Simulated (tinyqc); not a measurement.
# Capacitances against the distance to each plane

Endless row of lines of width wl, height tl and space sl between grounded planes at distance hd; e2 fills the gaps beside the lines, e1 the rest. Laplace's equation is solved on meshes of 3, 6 and 12 steps per unit u and extrapolated (Aitken), which is good to about 0.2 %. C_even (all lines at 1 V) is the capacitance Cg to the planes; C_odd (neighbours in antiphase) = Cg + 4 Cc if only nearest neighbours couple, which defines Cc; total with quiet neighbours Cg + 2 Cc. Plate values 2 eps0 e1 wl/hd and eps0 e2 tl/sl.

Parameters, values chosen for the exercise:

| symbol | value | unit | meaning |
|---|---|---|---|
| e1 | 4.2 |  | relative permittivity above and below the lines |
| e2 | 2 |  | relative permittivity between the lines |
| wl | 4 | u | line width, in units u |
| tl | 12 | u | line height |
| sl | 4 | u | space between lines |

Constants: eps0 = 8.8541878128e-12 F/m. Results are converted to the units shown.

The same in every row: plate Cc (aF/um) = 53.1.

Capacitances against the distance to each plane:

| hd (u) | Cg (aF/um) | Cc (aF/um) | Cg + 2 Cc (aF/um) | C_odd (aF/um) | plate Cg (aF/um) | share of coupling, 2 Cc/(Cg + 2 Cc) (%) |
|---|---|---|---|---|---|---|
| 2 | 240 | 49.9 | 340 | 440 | 149 | 29.3 |
| 3 | 171 | 56.4 | 283 | 396 | 99.2 | 39.8 |
| 4 | 132 | 61.7 | 256 | 379 | 74.4 | 48.2 |
| 5 | 108 | 65.9 | 240 | 372 | 59.5 | 54.9 |
| 6 | 91.6 | 69.3 | 230 | 369 | 49.6 | 60.2 |
| 8 | 70.1 | 74.2 | 218 | 367 | 37.2 | 67.9 |
| 10 | 56.7 | 77.4 | 212 | 366 | 29.8 | 73.2 |

What does the comparison show?

As hd goes from 2 to 10, Cg falls from 240 to 56.7 aF/um, Cc rises from 49.9 to 77.4 aF/um and the share of coupling rises from 29.3 to 73.2 %. Cg is 1.62 times its plate value in the first row and 1.91 times in the last; for Cc the ratios are 0.940 and 1.46. Neighbours in antiphase raise the load by a factor of 1.29 and 1.73 over quiet ones. For hd = 8, 10 the planes are farther than 0.8 of the pitch, so second neighbours couple too and Cg + 2 Cc understates the quiet load by a per cent or more.

Numbers from tinyqc (`OMP_NUM_THREADS=1 python tinyqc.py 2790173 2790174 out.jsonl`; about 0.7 s on one thread of a shared Intel Xeon 2.30GHz).
